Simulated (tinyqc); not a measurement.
Length offset and series resistance from crossing lines.

Problem. R_total = Rs + k (L - dL)/Vo with constant Rs, dL and k. Find k, dL and Rs.

R_total at (L, Vo) = (30, 0.44), (90, 0.44), (30, 0.96) and (90, 0.96), L in nm and Vo in V (ohm um): [357.86364, 916.95455, 223.60417, 479.85417]

Solution. At each overdrive R is a straight line in L with slope k/Vo; the two lines cross at L = dL, R = Rs.

k = 4.100 ohm um V/nm
dL = 3.400 nm
Rs = 110.0 ohm um

Computed by the program tinyqc: `OMP_NUM_THREADS=1 python tinyqc.py 2282055 2282056 out.jsonl`, one thread of a shared Intel Xeon 2.30GHz, about 0.05 s for the whole run.
